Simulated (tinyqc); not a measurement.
Worked calculation: UHF in the 6-311g basis, for H-, spin multiplicity 1. The basis has no diffuse functions, so it cannot describe the extra electron: this is an exercise in the method, not the real anion. Computed by tinyqc, a small Python program that keeps every step (integrals from PySCF). Settings: charge = -1, multiplicity = 1, basis = 6-311g, energy threshold = 1e-09, iteration cap = 89, orthogonalisation = symmetric, start = Wolfsberg-Helmholz matrix, DIIS depth = 0, method = UHF, break = 0.7. Command: `OMP_NUM_THREADS=1 python tinyqc.py 25694 25695 out.jsonl` (the two numbers bound the seeds that draw the settings). One thread of a shared host (Intel(R) Xeon(R) Processor @ 2.60GHz), about 0.07 s of CPU time with the checks. Later iterations appear only in the table of the cycle.

## One-electron integrals

Geometry (angstrom):
```
atom         x         y         z
H     0.000000  0.000000  0.000000
```

Basis 6-311g: exponents (1/bohr^2) and contraction coefficients of normalised primitives:
```
element  l (shell)   exponent  coefficient
H            s (1)  33.865000     0.025494
H            s (1)   5.094790     0.190373
H            s (1)   1.158790     0.852161
H            s (2)   0.325840     1.000000
H            s (3)   0.102741     1.000000
```

Overlap, kinetic and nuclear-attraction integrals over the contracted functions; the nuclear repulsion is the sum of Za Zb / Rab.

nuclear repulsion = 0 hartree

overlap S:
```
          1H 1s     1H 2s     1H 3s
1H 1s  1.000000  0.706377  0.373664
1H 2s  0.706377  1.000000  0.788963
1H 3s  0.373664  0.788963  1.000000
```

kinetic energy T (hartree):
```
          1H 1s     1H 2s     1H 3s
1H 1s  2.304348  0.549119  0.106346
1H 2s  0.549119  0.488760  0.184881
1H 3s  0.106346  0.184881  0.154112
```

nuclear attraction V (hartree):
```
           1H 1s      1H 2s      1H 3s
1H 1s  -2.111097  -1.060726  -0.514994
1H 2s  -1.060726  -0.910903  -0.582812
1H 3s  -0.514994  -0.582812  -0.511496
```

core Hamiltonian H = T + V (hartree):
```
           1H 1s      1H 2s      1H 3s
1H 1s   0.193252  -0.511607  -0.408648
1H 2s  -0.511607  -0.422143  -0.397930
1H 3s  -0.408648  -0.397930  -0.357384
```

## Two-electron integrals

Functions are numbered as in S; the eight-fold symmetry (ij|kl) = (ji|kl) = (kl|ij) leaves the list below.

Two-electron integrals (ij|kl) in chemists' order, unique and non-zero (hartree):
```
(11|11) 1.393035   (21|11) 0.822971   (21|21) 0.509703   (22|11) 0.822904
(22|21) 0.543028   (22|22) 0.644106   (31|11) 0.411256   (31|21) 0.257757
(31|22) 0.279868   (31|31) 0.130794   (32|11) 0.543681   (32|21) 0.365771
(32|22) 0.452669   (32|31) 0.189803   (32|32) 0.325140   (33|11) 0.494021
(33|21) 0.340115   (33|22) 0.445993   (33|31) 0.178035   (33|32) 0.331779
(33|33) 0.361682
```

## Orthogonalisation

S = U s U^T; symmetric (Loewdin) form X = U s^(-1/2) U^T, so that X^T S X = 1.

eigenvalues of S: 0.109211  0.629350  2.261439

X:
```
           1H 1s      1H 2s      1H 3s
1H 1s   1.366024  -0.728467   0.179565
1H 2s  -0.728467   2.045624  -0.905584
1H 3s   0.179565  -0.905584   1.539843
```

## Starting guess

The start is the generalised Wolfsberg-Helmholz matrix (K = 1.75) built on H, with HOMO and LUMO mixed by +/-0.7 rad for the two spins; D(s) = C_occ C_occ^T for each spin.

D(alpha) at the start:
```
           1H 1s      1H 2s      1H 3s
1H 1s   0.078397   0.233812  -0.020420
1H 2s   0.233812   0.697324  -0.060901
1H 3s  -0.020420  -0.060901   0.005319
```

D(beta) at the start:
```
           1H 1s      1H 2s      1H 3s
1H 1s   0.734919  -0.299811  -0.684337
1H 2s  -0.299811   0.122309   0.279176
1H 3s  -0.684337   0.279176   0.637237
```

## Iteration 1: building the Fock matrix

J_ij = sum D_kl (ij|kl) with D = D(alpha) + D(beta), K_ij = sum D_kl (ik|jl) for each spin; F = H + J - K(s); E = tr D H + tr D J / 2 - 0.5 sum_s tr D(s) K(s) + E_nn.

Coulomb J (hartree):
```
          1H 1s     1H 2s     1H 3s
1H 1s  1.673934  1.062046  0.542745
1H 2s  1.062046  1.215243  0.852522
1H 3s  0.542745  0.852522  0.848746
```

exchange K(alpha) (hartree):
```
          1H 1s     1H 2s     1H 3s
1H 1s  0.801982  0.700088  0.430603
1H 2s  0.700088  0.674697  0.430803
1H 3s  0.430603  0.430803  0.279979
```

exchange K(beta) (hartree):
```
           1H 1s     1H 2s      1H 3s
1H 1s   0.257028  0.024445  -0.059497
1H 2s   0.024445  0.087077   0.115287
1H 3s  -0.059497  0.115287   0.194135
```

F(alpha) (hartree):
```
           1H 1s      1H 2s      1H 3s
1H 1s   1.065203  -0.149649  -0.296507
1H 2s  -0.149649   0.118402   0.023788
1H 3s  -0.296507   0.023788   0.211382
```

F(beta) (hartree):
```
          1H 1s     1H 2s     1H 3s
1H 1s  1.610157  0.525994  0.193593
1H 2s  0.525994  0.706023  0.339305
1H 3s  0.193593  0.339305  0.297226
```

total energy of this density = 0.61297643 hartree

## Iteration 1: diagonalisation and new density

Diagonalise F' = X^T F X, C = X C', fill 1 alpha and 1 beta electrons from the bottom; D(s) = C_occ C_occ^T. Each column has its largest component positive (the first on a tie).

F' = X^T F X (alpha) (hartree):
```
           1          2          3
1   2.203486  -1.338377  -0.061266
2  -1.338377   1.200743  -0.331873
3  -0.061266  -0.331873   0.451013
```

orbital energies (alpha) (hartree): MO1 0.039423, MO2 0.677250, MO3 3.138569

coefficients C (alpha):
```
            MO1        MO2        MO3
1H 1s  0.209829  -0.034988  -1.543916
1H 2s  0.508747  -1.406563   1.816062
1H 3s  0.401423   1.582704  -0.746560
```

F' = X^T F X (beta) (hartree):
```
           1          2          3
1   2.348201  -0.870088   0.201087
2  -0.870088   1.483279  -0.294376
3   0.201087  -0.294376   0.325374
```

orbital energies (beta) (hartree): MO1 0.254797, MO2 0.973691, MO3 2.928367

coefficients C (beta):
```
             MO1        MO2        MO3
1H 1s   0.009006   0.115006  -1.554227
1H 2s  -0.400120   1.450488   1.808677
1H 3s   1.283116  -0.948601  -0.822929
```

D(alpha) after iteration 1:
```
          1H 1s     1H 2s     1H 3s
1H 1s  0.044028  0.106750  0.084230
1H 2s  0.106750  0.258823  0.204223
1H 3s  0.084230  0.204223  0.161141
```

D(beta) after iteration 1:
```
           1H 1s      1H 2s      1H 3s
1H 1s   0.000081  -0.003604   0.011556
1H 2s  -0.003604   0.160096  -0.513401
1H 3s   0.011556  -0.513401   1.646386
```

## Iteration 2: building the Fock matrix

As before.

Coulomb J (hartree):
```
          1H 1s     1H 2s     1H 3s
1H 1s  1.211502  0.806904  0.418050
1H 2s  0.806904  0.997997  0.724078
1H 3s  0.418050  0.724078  0.761488
```

exchange K(alpha) (hartree):
```
          1H 1s     1H 2s     1H 3s
1H 1s  0.564597  0.548983  0.387869
1H 2s  0.548983  0.603990  0.453013
1H 3s  0.387869  0.453013  0.354223
```

exchange K(beta) (hartree):
```
          1H 1s     1H 2s     1H 3s
1H 1s  0.035961  0.072480  0.083979
1H 2s  0.072480  0.178204  0.226625
1H 3s  0.083979  0.226625  0.309608
```

F(alpha) (hartree):
```
           1H 1s      1H 2s      1H 3s
1H 1s   0.840157  -0.253686  -0.378467
1H 2s  -0.253686  -0.028136  -0.126865
1H 3s  -0.378467  -0.126865   0.049882
```

F(beta) (hartree):
```
           1H 1s     1H 2s      1H 3s
1H 1s   1.368793  0.222817  -0.074577
1H 2s   0.222817  0.397649   0.099523
1H 3s  -0.074577  0.099523   0.094496
```

total energy of this density = -0.38511223 hartree

## Iteration 2: diagonalisation and new density

As before.

F' = X^T F X (alpha) (hartree):
```
           1          2          3
1   1.906837  -1.258345  -0.097037
2  -1.258345   1.095773  -0.405452
3  -0.097037  -0.405452   0.349318
```

orbital energies (alpha) (hartree): MO1 -0.133304, MO2 0.651274, MO3 2.833958

coefficients C (alpha):
```
            MO1        MO2        MO3
1H 1s  0.227903  -0.084491  -1.539432
1H 2s  0.440797  -1.370918   1.860539
1H 3s  0.461083   1.547876  -0.784172
```

F' = X^T F X (beta) (hartree):
```
           1          2          3
1   2.262187  -1.024927   0.032328
2  -1.024927   1.336667  -0.327735
3   0.032328  -0.327735   0.203035
```

orbital energies (beta) (hartree): MO1 0.077108, MO2 0.785285, MO3 2.939496

coefficients C (beta):
```
             MO1        MO2        MO3
1H 1s   0.113750   0.106025  -1.550725
1H 2s  -0.193276   1.506990   1.796371
1H 3s   1.106408  -1.190973  -0.762159
```

D(alpha) after iteration 2:
```
          1H 1s     1H 2s     1H 3s
1H 1s  0.051940  0.100459  0.105082
1H 2s  0.100459  0.194302  0.203244
1H 3s  0.105082  0.203244  0.212598
```

D(beta) after iteration 2:
```
           1H 1s      1H 2s      1H 3s
1H 1s   0.012939  -0.021985   0.125854
1H 2s  -0.021985   0.037356  -0.213843
1H 3s   0.125854  -0.213843   1.224139
```

## Iteration 3: building the Fock matrix

As before.

Coulomb J (hartree):
```
          1H 1s     1H 2s     1H 3s
1H 1s  1.298376  0.859141  0.444147
1H 2s  0.859141  1.048271  0.754997
1H 3s  0.444147  0.754997  0.783589
```

exchange K(alpha) (hartree):
```
          1H 1s     1H 2s     1H 3s
1H 1s  0.555754  0.537921  0.384153
1H 2s  0.537921  0.590731  0.449152
1H 3s  0.384153  0.449152  0.357278
```

exchange K(beta) (hartree):
```
          1H 1s     1H 2s     1H 3s
1H 1s  0.154267  0.196780  0.184621
1H 2s  0.196780  0.303263  0.313985
1H 3s  0.184621  0.313985  0.351157
```

F(alpha) (hartree):
```
           1H 1s      1H 2s      1H 3s
1H 1s   0.935874  -0.190386  -0.348654
1H 2s  -0.190386   0.035397  -0.092085
1H 3s  -0.348654  -0.092085   0.068927
```

F(beta) (hartree):
```
           1H 1s     1H 2s      1H 3s
1H 1s   1.337361  0.150754  -0.149123
1H 2s   0.150754  0.322865   0.043082
1H 3s  -0.149123  0.043082   0.075047
```

total energy of this density = -0.43975020 hartree

## Iteration 3: diagonalisation and new density

As before.

F' = X^T F X (alpha) (hartree):
```
           1          2          3
1   1.999322  -1.245951  -0.093963
2  -1.245951   1.149863  -0.397426
3  -0.093963  -0.397426   0.348565
```

orbital energies (alpha) (hartree): MO1 -0.080743, MO2 0.677944, MO3 2.900549

coefficients C (alpha):
```
            MO1        MO2        MO3
1H 1s  0.217144  -0.081800  -1.541131
1H 2s  0.379844  -1.407801   1.846386
1H 3s  0.534092   1.530126  -0.772594
```

F' = X^T F X (beta) (hartree):
```
           1          2          3
1   2.284837  -1.074653  -0.018241
2  -1.074653   1.316625  -0.360304
3  -0.018241  -0.360304   0.234198
```

orbital energies (beta) (hartree): MO1 0.051836, MO2 0.792470, MO3 2.991354

coefficients C (beta):
```
             MO1        MO2        MO3
1H 1s   0.136293   0.088691  -1.549996
1H 2s  -0.065421   1.525598   1.789859
1H 3s   0.995545  -1.292979  -0.748692
```

D(alpha) after iteration 3:
```
          1H 1s     1H 2s     1H 3s
1H 1s  0.047151  0.082481  0.115975
1H 2s  0.082481  0.144281  0.202872
1H 3s  0.115975  0.202872  0.285254
```

D(beta) after iteration 3:
```
           1H 1s      1H 2s      1H 3s
1H 1s   0.018576  -0.008916   0.135686
1H 2s  -0.008916   0.004280  -0.065130
1H 3s   0.135686  -0.065130   0.991109
```

## Iteration 4: building the Fock matrix

As before.

Coulomb J (hartree):
```
          1H 1s     1H 2s     1H 3s
1H 1s  1.322214  0.874366  0.451889
1H 2s  0.874366  1.064487  0.765373
1H 3s  0.451889  0.765373  0.791415
```

exchange K(alpha) (hartree):
```
          1H 1s     1H 2s     1H 3s
1H 1s  0.512266  0.505138  0.369022
1H 2s  0.505138  0.567800  0.443258
1H 3s  0.369022  0.443258  0.363473
```

exchange K(beta) (hartree):
```
          1H 1s     1H 2s     1H 3s
1H 1s  0.221042  0.260539  0.228777
1H 2s  0.260539  0.365086  0.351477
1H 3s  0.228777  0.351477  0.363999
```

F(alpha) (hartree):
```
           1H 1s      1H 2s      1H 3s
1H 1s   1.003199  -0.142379  -0.325782
1H 2s  -0.142379   0.074543  -0.075815
1H 3s  -0.325782  -0.075815   0.070558
```

F(beta) (hartree):
```
           1H 1s     1H 2s      1H 3s
1H 1s   1.294424  0.102221  -0.185536
1H 2s   0.102221  0.277258   0.015966
1H 3s  -0.185536  0.015966   0.070032
```

total energy of this density = -0.45399071 hartree

## Iteration 4: diagonalisation and new density

As before.

F' = X^T F X (alpha) (hartree):
```
           1          2          3
1   2.057199  -1.226499  -0.088888
2  -1.226499   1.177561  -0.396507
3  -0.088888  -0.396507   0.338369
```

orbital energies (alpha) (hartree): MO1 -0.053177, MO2 0.696423, MO3 2.929883

coefficients C (alpha):
```
            MO1        MO2        MO3
1H 1s  0.205354  -0.081934  -1.542740
1H 2s  0.326841  -1.434387   1.836037
1H 3s  0.597141   1.509735  -0.766528
```

F' = X^T F X (beta) (hartree):
```
           1          2          3
1   2.266173  -1.102563  -0.036802
2  -1.102563   1.295946  -0.373935
3  -0.036802  -0.373935   0.254791
```

orbital energies (beta) (hartree): MO1 0.038226, MO2 0.781890, MO3 2.996794

coefficients C (beta):
```
            MO1        MO2        MO3
1H 1s  0.147112   0.085565  -1.549182
1H 2s  0.008818   1.521973   1.794114
1H 3s  0.928164  -1.342196  -0.748641
```

D(alpha) after iteration 4:
```
          1H 1s     1H 2s     1H 3s
1H 1s  0.042170  0.067118  0.122625
1H 2s  0.067118  0.106825  0.195170
1H 3s  0.122625  0.195170  0.356577
```

D(beta) after iteration 4:
```
          1H 1s     1H 2s     1H 3s
1H 1s  0.021642  0.001297  0.136544
1H 2s  0.001297  0.000078  0.008185
1H 3s  0.136544  0.008185  0.861489
```

## Iteration 30 (converged): orbitals

converged F(alpha) (hartree):
```
           1H 1s      1H 2s      1H 3s
1H 1s   1.153961  -0.021512  -0.261976
1H 2s  -0.021512   0.169865  -0.038279
1H 3s  -0.261976  -0.038279   0.063977
```

converged F(beta) (hartree):
```
           1H 1s      1H 2s      1H 3s
1H 1s   1.154027  -0.021456  -0.261944
1H 2s  -0.021456   0.169911  -0.038258
1H 3s  -0.261944  -0.038258   0.063977
```

As before.

F' = X^T F X (alpha) (hartree):
```
           1          2          3
1   2.169825  -1.164335  -0.068114
2  -1.164335   1.235933  -0.392426
3  -0.068114  -0.392426   0.297087
```

orbital energies (alpha) (hartree): MO1 -0.003724, MO2 0.739009, MO3 2.967560

coefficients C (alpha):
```
            MO1        MO2        MO3
1H 1s  0.174984   0.085029  -1.546311
1H 2s  0.174725   1.488038   1.813984
1H 3s  0.764732  -1.437440  -0.756567
```

F' = X^T F X (beta) (hartree):
```
           1          2          3
1   2.169873  -1.164306  -0.068102
2  -1.164306   1.235960  -0.392421
3  -0.068102  -0.392421   0.297067
```

orbital energies (beta) (hartree): MO1 -0.003703, MO2 0.739028, MO3 2.967575

coefficients C (beta):
```
            MO1        MO2        MO3
1H 1s  0.174971   0.085030  -1.546313
1H 2s  0.174652   1.488058   1.813975
1H 3s  0.764808  -1.437402  -0.756563
```

D(alpha) after iteration 30:
```
          1H 1s     1H 2s     1H 3s
1H 1s  0.030619  0.030574  0.133816
1H 2s  0.030574  0.030529  0.133618
1H 3s  0.133816  0.133618  0.584815
```

D(beta) after iteration 30:
```
          1H 1s     1H 2s     1H 3s
1H 1s  0.030615  0.030559  0.133819
1H 2s  0.030559  0.030503  0.133575
1H 3s  0.133819  0.133575  0.584931
```

## Convergence

Stop when the energy changes by less than 1e-09 hartree and every element of the error matrix X^T (F D S - S D F) X (for each spin) is below 9e-06.

Course of the cycle:
```
iteration  E (hartree)     change  largest element of the error matrix
1           0.61297643          -                             1.08e+00
2          -0.38511223  -9.98e-01                             1.95e-01
3          -0.43975020  -5.46e-02                             5.73e-02
4          -0.45399071  -1.42e-02                             3.01e-02
5          -0.46027614  -6.29e-03                             2.07e-02
6          -0.46337914  -3.10e-03                             1.49e-02
7          -0.46496044  -1.58e-03                             1.07e-02
8          -0.46577801  -8.18e-04                             7.71e-03
9          -0.46620384  -4.26e-04                             5.57e-03
10         -0.46642648  -2.23e-04                             4.02e-03
11         -0.46654313  -1.17e-04                             2.91e-03
12         -0.46660431  -6.12e-05                             2.11e-03
13         -0.46663641  -3.21e-05                             1.53e-03
14         -0.46665326  -1.69e-05                             1.10e-03
...                ...        ...                                  ...
17         -0.46666919  -2.44e-06                             4.20e-04
18         -0.46667047  -1.28e-06                             3.04e-04
19         -0.46667114  -6.72e-07                             2.20e-04
20         -0.46667149  -3.53e-07                             1.60e-04
21         -0.46667168  -1.85e-07                             1.16e-04
22         -0.46667178  -9.73e-08                             8.39e-05
23         -0.46667183  -5.11e-08                             6.08e-05
24         -0.46667185  -2.68e-08                             4.40e-05
25         -0.46667187  -1.41e-08                             3.19e-05
26         -0.46667188  -7.40e-09                             2.31e-05
27         -0.46667188  -3.88e-09                             1.68e-05
28         -0.46667188  -2.04e-09                             1.21e-05
29         -0.46667188  -1.07e-09                             8.80e-06
30         -0.46667188  -5.62e-10                             6.37e-06
```

PySCF UHF in the same basis, after a stability check = -0.46667188 hartree

Converged in 30 iterations.

## Populations

Mulliken: Z minus the diagonal of D S on the atom; Loewdin: the same with S^(1/2) D S^(1/2).

Charges (e):
```
atom   Mulliken    Loewdin  Mulliken spin
1H    -1.000000  -1.000000              0
```

<S^2> of the determinant (pure state: 0) = 3.10e-09
